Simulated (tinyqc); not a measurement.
Raising U: Hubbard ring of 6 sites, mean field against exact. Computed by the program tinyqc. Collinear unrestricted mean field (the lowest of 40 random starts) against exact diagonalisation.

one-body matrix (hopping and site energies) (eV):
```
         1        2        3        4        5        6
1   0.0000  -1.4800   0.0000   0.0000   0.0000  -1.4800
2  -1.4800   0.0000  -1.4800   0.0000   0.0000   0.0000
3   0.0000  -1.4800   0.0000  -1.4800   0.0000   0.0000
4   0.0000   0.0000  -1.4800   0.0000  -1.4800   0.0000
5   0.0000   0.0000   0.0000  -1.4800   0.0000  -1.4800
6  -1.4800   0.0000   0.0000   0.0000  -1.4800   0.0000
```

electrons, up and down: 3  3

Exact and mean-field results (eV):
```
U          U/t    E exact  E mean field  mean |n_up - n_down|  double occupancy, exact  first gap in the sector
0.740    0.500  -10.76730     -10.73000                 0.000                    0.233                    2.709
2.960    2.000   -8.00600      -7.40000                 0.000                    0.181                    1.943
4.440    3.000   -6.56136      -5.40390                 0.554                    0.145                    1.493
5.920    4.000   -5.42969      -4.19776                 0.758                    0.111                    1.140
8.880    6.000   -3.91981      -2.88246                 0.891                    0.064                    0.718
11.840   8.000   -3.03123      -2.18642                 0.938                    0.039                    0.516
17.760  12.000   -2.07179      -1.46987                 0.972                    0.019                    0.336
29.600  20.000   -1.26171      -0.88579                 0.990                    0.007                    0.201
```

Estimate the missing row, U = 1.48.

Computed row:
```
U        U/t   E exact  E mean field  mean |n_up - n_down|  double occupancy, exact  first gap in the sector
1.480  1.000  -9.76971      -9.62000                 0.000                    0.216                    2.451
```

In absolute terms mean field is worst at U/t = 4.0, 1.232 eV too high: at small U it is nearly exact, and at large U it misses only exchange-scale energies. Its local moments set in at U/t = 3.0 of those listed, a broken symmetry that the exact state of a finite cluster with equal spins does not have. Relative to the exact energy its error is 0.3 % at the smallest U, 30 % at most and 30 % at the largest. The double occupancy falls from 0.233 to 0.007; at the largest U the first gap is 0.68 times the exchange scale 4t^2/U.
